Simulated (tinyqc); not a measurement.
Debye-Callaway model of lattice thermal conductivity: one step, computed by the program tinyqc.

Three acoustic branches with one velocity v, cut at omega_D = k_B Theta/hbar; x = hbar omega/(k_B T). v and Theta are separate inputs: Theta cuts off the heat-carrying modes, so C need not reach 3 k_B/V. gamma is an effective value that sets the umklapp rate.

Question. Scattering rates at one frequency. Rates: point defects A omega^4; umklapp B omega^2 T exp(-Theta/(b T)) with B = hbar gamma^2/(M v^2 Theta); normal processes f_N B omega^2 T (T/Theta)^2. Boundaries: v/L. The resistive time is tau_R = 1/(boundary + point-defect + umklapp rates), and the free path is v tau_R.

Inputs (values chosen for the exercise, modelled on silicon):

| quantity | value | unit |
|---|---|---|
| sound velocity v | 6590 | m/s |
| Debye temperature Theta | 644 | K |
| mean atomic mass M | 28.09 | u |
| effective Grueneisen parameter gamma | 2.23 | - |
| umklapp exponent divisor b | 2.5 | - |
| Casimir length L | 85 | micrometre |
| normal-process factor f_N | 1.5 | - |
| temperature T | 600 | K |
| probe frequency omega/omega_D | 0.79 | - |

Sample: crystal. Point defects: isotopes. Normal processes: included.

Rayleigh coefficient A = 9.453939e-46 s^3

Constants: k_B = 1.380649e-23 J/K; hbar = 1.054571817e-34 J s; u = 1.6605390666e-27 kg.

Give: omega; Rates; tau_R; free path.

Answer.

omega = 6.661e+13 rad/s

Rates:

| process | rate (1/s) | rate x tau_R |
|---|---|---|
| boundaries | 7.753e+07 | 1.084e-04 |
| point defects | 1.861e+10 | 0.02602 |
| umklapp | 6.966e+11 | 0.9739 |
| normal | 1.393e+12 | 1.948 |

tau_R = 1.398e-12 s

free path = 9.214 nm

The strongest resistive process at this frequency: umklapp, 97 % of the resistive rate.
